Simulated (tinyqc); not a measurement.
Inside a calculation. Method: plane-wave Kohn-Sham cycle with exchange-only LDA in a layered model solid. Computed by tinyqc, a small Python program that keeps every step. Settings: points = 16, plane-wave index or count = 2, electrons = 4, k points = 3, area = 17.0, mixing = 0.3, iteration cap = 75. Command: `OMP_NUM_THREADS=1 python tinyqc.py 24997 24998 out.jsonl` (the two numbers bound the seeds that draw the settings). One thread of a shared host (Intel(R) Xeon(R) Processor @ 2.60GHz), about 0.02 s of CPU time with the checks.

A solid whose potential varies along x alone (atomic units):
```
parameter                      value
period a                   10.000000
cross-section of the cell  17.000000
electrons per cell                 4
grid points                       16
plane waves -n..n, n               2
k points                           3
V1 in V1 cos(2 pi x/a)     -0.550000
```

Stop when sqrt(dV sum R^2) is below 1e-8, dV = a A/N.

Course of the cycle:
```
iteration  E (hartree)  norm of the residual
1            -1.329295              2.41e-01
2            -0.976350              1.23e-01
3            -0.896654              4.69e-02
4            -0.887514              1.91e-02
5            -0.886784              1.10e-02
6            -0.886700              7.25e-03
7            -0.886678              4.89e-03
8            -0.886671              3.31e-03
9            -0.886668              2.25e-03
10           -0.886667              1.54e-03
11           -0.886666              1.05e-03
...                ...                   ...
34           -0.886666              2.80e-07
35           -0.886666              1.97e-07
36           -0.886666              1.39e-07
37           -0.886666              9.75e-08
38           -0.886666              6.86e-08
39           -0.886666              4.83e-08
40           -0.886666              3.40e-08
41           -0.886666              2.39e-08
42           -0.886666              1.68e-08
43           -0.886666              1.18e-08
44           -0.886666              8.32e-09
```

Can the last value be used, and what does the course show?

Yes. Converged in 44 iterations. Before convergence this energy mixes input and output and is not variational, so it may rise towards its limit.
